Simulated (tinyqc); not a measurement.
# Trench capacitor in an array: capacitance, non-linearity, leakage and relaxation: several studies

A film between two metal electrodes, each interface adding a series capacitance ci. The small-signal permittivity is ek (1 + aq E^2); the field is found with the linear permittivity. Leakage J = J0 sinh(E/Ef). After a voltage step the film passes a relaxation current kr C V tt^(-nr), tt being the time in seconds. The sidewall is a coaxial capacitor with radii a = dm/2 - t and b = dm/2, depth AR dm; the end face is left out.

Values chosen for this exercise; permittivity of the order of that of silicon nitride:
```
symbol    value       unit                                                             meaning
ek         6.91                                              relative permittivity of the film
t            17         nm                                                      film thickness
ci         1000    uF/cm^2  capacitance of each electrode interface (dead layer and screening)
aq       0.0014  cm^2/MV^2                     quadratic field coefficient of the permittivity
V           0.5          V                                                                bias
nr        0.955                                             exponent of the relaxation current
kr      0.00068                                                     strength of the relaxation
J0      4.6e-10     A/cm^2                                                   leakage prefactor
Ef         0.28      MV/cm                             field for an e-fold rise of the leakage
dm           78         nm                                                diameter of the hole
AR           10                                              aspect ratio, depth over diameter
pt          150         nm                                           pitch of the square array
rho        1600    uohm cm                                  resistivity of the inner electrode
t0         1e-7          s                                         duration of the write pulse
```

Constants: eps0 = 8.8541878128e-14 F/cm where lengths are in cm. Results are converted to the units shown.

Each table varies one quantity; the others keep the values above.

## Capacitance, non-linearity and leakage against thickness

Planar film: Cf = eps0 ek/t, 1/C = 1/Cf + 2/ci, EOT = 3.9 eps0/C, effective permittivity C t/eps0, E = (V/t) C/Cf; quadratic coefficient [C(V)/C - 1]/V^2 with Cf (1 + aq E^2) in C(V).

Result of one run:
```
t (nm),C (uF/cm^2),EOT (nm),effective permittivity,E (MV/cm),quadratic coefficient (ppm/V^2),J (A/cm^2)
27,0.2265,15.25,6.907,0.1851,191.8,3.267e-10
```

What becomes of these results when the film thickness t is changed from 27 to 12 nm, all else the same?

Result of the changed run:
```
t (nm),C (uF/cm^2),EOT (nm),effective permittivity,E (MV/cm),quadratic coefficient (ppm/V^2),J (A/cm^2)
12,0.5093,6.780,6.903,0.4162,969.3,9.650e-10
```

The whole series:
```
t (nm),C (uF/cm^2),EOT (nm),effective permittivity,E (MV/cm),quadratic coefficient (ppm/V^2),J (A/cm^2)
2.5,2.435,1.418,6.876,1.990,2.207e4,2.810e-7
3.7,1.648,2.095,6.887,1.347,1.013e4,2.824e-8
5.5,1.110,3.111,6.895,0.9071,4597,5.861e-9
8.2,0.7450,4.635,6.900,0.6088,2073,1.997e-9
12,0.5093,6.780,6.903,0.4162,969.3,9.650e-10
18,0.3397,10.17,6.905,0.2776,431.2,5.345e-10
27,0.2265,15.25,6.907,0.1851,191.8,3.267e-10
40,0.1529,22.58,6.908,0.1250,87.42,2.122e-10
60,0.1019,33.87,6.909,0.08332,38.87,1.389e-10
```

C falls from 2.44 to 0.102 uF/cm^2 while the effective permittivity goes from 6.88 to 6.91 (ek = 6.91). EOT is a straight line in t with slope 3.9/ek = 0.564 and intercept 0.00691 nm. The quadratic coefficient goes as t^(-1.99) between the first two rows and t^(-2.00) between the last two (-2 without interfaces), and J falls by 3.31 decades. For t = 2.5, 3.7 direct tunnelling, left out, would add to the leakage.

## Cell against the film thickness

Per length 1/c = ln(b/a)/(2 pi eps0 ek) + (1/a + 1/b)/(2 pi ci); cell capacitance c AR dm; per footprint over pt^2; fields c V/(2 pi eps0 ek r) at r = a and b; resistance of the inner electrode rho AR dm/(pi a^2); time constant R C/3 of the distributed line.

Results:
```
t (nm),cell capacitance (fF),per footprint (uF/cm^2),field at a (MV/cm),field at b (MV/cm),R (kohm),R C/3 (ps)
5.7,1.894,8.416,0.9482,0.8097,3.582,2.261
7.5,1.402,6.230,0.7420,0.5993,4.004,1.871
9.9,1.023,4.545,0.5860,0.4373,4.691,1.599
17,0.5233,2.326,0.3967,0.2238,8.208,1.432
23,0.3363,1.495,0.3505,0.1438,15.52,1.740
30,0.2044,0.9083,0.3787,0.08738,49.04,3.341
```

Estimate the missing row, t = 13 nm.

Computed row:
```
t (nm),cell capacitance (fF),per footprint (uF/cm^2),field at a (MV/cm),field at b (MV/cm),R (kohm),R C/3 (ps)
13,0.7388,3.284,0.4738,0.3159,5.876,1.447
```

With this row back in the table: As t goes from 5.7 to 30, the cell capacitance falls from 1.89 to 0.204 fF, the capacitance per footprint falls from 8.42 to 0.908 uF/cm^2, the ratio of the two fields rises from 1.17 to 4.33 and R C/3 goes from 2.26 through a minimum of 1.43 (at t = 17 among the rows listed) to 3.34 ps; the time constant goes as t^(-0.69) between the first two rows and t^(2.46) between the last two.

## Charge lost after writing

Planar film: Cf = eps0 ek/t, 1/C = 1/Cf + 2/ci, EOT = 3.9 eps0/C, effective permittivity C t/eps0, E = (V/t) C/Cf. A capacitor written for t0 and then left open loses, as a share of C V, kr (tt^(1 - nr) - t0^(1 - nr))/(1 - nr) by relaxation and J tt/(C V) by leakage; both are taken as small, and rows far outside that range are left out.

The same in every row: leakage current (nA/cm^2) = 0.5765.

Charge lost after writing:
```
tt (s),relaxation current (nA/cm^2),loss by relaxation (%),loss by leakage (%),total loss (%)
1e-6,6.567e4,0.07988,3.206e-7,0.07988
1e-5,7284,0.1685,3.206e-6,0.1685
0.0001,807.9,0.2667,3.206e-5,0.2668
0.001,89.61,0.3757,3.206e-4,0.3761
0.01,9.939,0.4966,0.003206,0.4998
0.1,1.102,0.6307,0.03206,0.6628
1,0.1223,0.7795,0.3206,1.100
10,0.01356,0.9444,3.206,4.151
```

What does the table show?

The two currents are equal at tt = 0.197 s. The loss by relaxation grows from 0.0799 to 0.944 %, by 0.0886 points over the first decade and 0.165 over the last, while the loss by leakage grows tenfold a decade. Leakage is the larger loss for tt = 10 s.

tinyqc, about 0.01 s, one thread, Intel Xeon 2.30GHz (shared host): `OMP_NUM_THREADS=1 python tinyqc.py 2102153 2102154 out.jsonl`
